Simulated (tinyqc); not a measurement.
# Worked calculation: surface potential of a MOS transistor: implicit equation and explicit approximations

Program tinyqc, `OMP_NUM_THREADS=1 python tinyqc.py 2122101 2122102 out.jsonl`; Intel Xeon 2.30GHz, shared host, one thread, about 0.01 s. Printed values are rounded.

p-type body, charge-sheet picture, depletion and inversion only, full ionisation (an idealisation for deep acceptors), Boltzmann statistics (rough once Na exp(x - xn) passes about Nc/7). In units of Vt: xg = (Vg - Vfb)/Vt, x = psi/Vt, G = gamma/sqrt(Vt), xn = (2 phiF + Vc)/Vt. The implicit equation is (xg - x)^2 = G^2 [x - 1 + exp(x - xn)] for x above about 3. Cox = eps0 eox/tox.

Values chosen for this exercise; band and dielectric values those of a made-up semiconductor:

| symbol | value | unit | meaning |
|---|---|---|---|
| T | 250 | K | temperature |
| Eg | 1.09 | eV | band gap |
| eps_r | 13.2 |  | relative permittivity |
| Nc | 2.4e19 | cm^-3 | conduction-band density of states at T |
| Nv | 2.09e19 | cm^-3 | valence-band density of states at T |
| eox | 24.5 |  | relative permittivity of the gate insulator (close to zirconium oxide) |
| tox | 19 | nm | insulator thickness |
| Na | 7.6e16 | cm^-3 | acceptor density |
| Vfb | -0.67 | V | flat-band voltage |
| Vc | 0.5 | V | channel-body voltage |
| Vg | 0.93 | V | gate-body voltage |

Constants: q = 1.602176634e-19 C, kB = 1.380649e-23 J/K, Vt = kB T/q, eps0 = 8.8541878128e-14 F/cm where lengths are in cm. Results are converted to the units shown.

## Scales

ni = sqrt(Nc Nv) exp(-Eg/(2 Vt)), Eg in volts; phiF = Vt ln(Na/ni); gamma = sqrt(2 q eps0 eps_r Na)/Cox; VT = Vfb + Vt (xn + G sqrt(xn - 1)).

phiF = 0.4225063 V
gamma = 0.1477669 V^0.5
G = 1.006748
xn = 62.43289
VT = 0.8450067 V
xg = 74.26892

## Explicit approximation

Depletion value a = 1 + [sqrt(G^2/4 + xg - 1) - G/2]^2; inversion value b = xn + ln[(xg - xn)^2/G^2 - xn + 1] and first guess y = min(a, b) - ln(1 + exp(-|a - b|)) if a > xn + 1, else b = y = a; one second-order correction with D = exp(y - xn), p = 2 (xg - y) + G^2 (1 + D), w = (xg - y)^2 - G^2 (y - 1 + D): z = y + 2 w/(p + sqrt(p^2 - 2 (2 - G^2 D) w)), or the Newton step z = y + w/p where the root is not real.

a = 66.14331
b = 66.77392
y = 65.71657
p = 45.15310
w = -19.48504
z = 65.21540

The root of the implicit equation is x = 65.2295; y misses it by 0.49 and z by -0.014, in units of Vt.

## Starting value

x = a rounded to two decimals.

x at the start = 66.14

## Iteration 1: new x

D = exp(x - xn), f = (xg - x)^2 - G^2 (x - 1 + D), f' = -2 (xg - x) - G^2 (1 + D), x(new) = x - f/f'.

D = 40.73598
f = -41.23037
f' = -58.55895
x after iteration 1 = 65.43592

## Iteration 2: new x

As before.

D = 20.14646
f = -7.705834
f' = -39.09880
x after iteration 2 = 65.23883

## Course of the iteration

Stop when the step is below 1e-11, or after 60 iterations.

Course of the iteration:
```
iteration	x before the step	step
1	66.14	-0.704
2	65.43592	-0.197
3	65.23883	-9.29e-3
4	65.22954	-1.78e-5
5	65.22952	-6.47e-11
6	65.22952	0
```

Converged in 6 iterations.

## Potential, charges and gate control

converged x = 65.22952

psi = Vt x; N_dep = Cox Vt G sqrt(x - 1)/q; N_inv = (Cox Vt G/q) [sqrt(x - 1 + exp(x - xn)) - sqrt(x - 1)]; dpsi/dVg = 1/[1 + G^2 (1 + exp(x - xn))/(2 (xg - x))].

psi = 1.405261 V
N_dep = 1.238659e12 cm^-2
N_inv = 1.4906e11 cm^-2
dpsi/dVg = 0.5063564

psi lies 2.8 Vt above 2 phiF + Vc.
